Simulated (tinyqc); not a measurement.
Gap voltage and exponent from three temperatures.

Inverse problem. At constant current VBE(T) = Vg0 - a T - eta (kB T/q) ln T, where a is a constant. Find Vg0, eta and dVBE/dT at the middle temperature.

Constants: q = 1.602176634e-19 C, kB = 1.380649e-23 J/K. Results are converted to the units shown.

T (K): [273, 330, 390]
VBE at a constant current (V): [0.8275318252, 0.7322124925, 0.6290286566]

Solution. The relation is linear in Vg0, a and eta, so three points give a linear system; the slope is (VBE - Vg0 - eta kB T/q)/T. eta rests on the curvature of VBE(T) alone, so real fits need accuracy of some tens of microvolts or better.

Vg0 = 1.204 V
eta = 3.100
dVBE/dT = -1.697 mV/K

Program tinyqc, `OMP_NUM_THREADS=1 python tinyqc.py 2062026 2062027 out.jsonl`; Intel Xeon 2.30GHz, shared host, one thread, about 0.02 s.
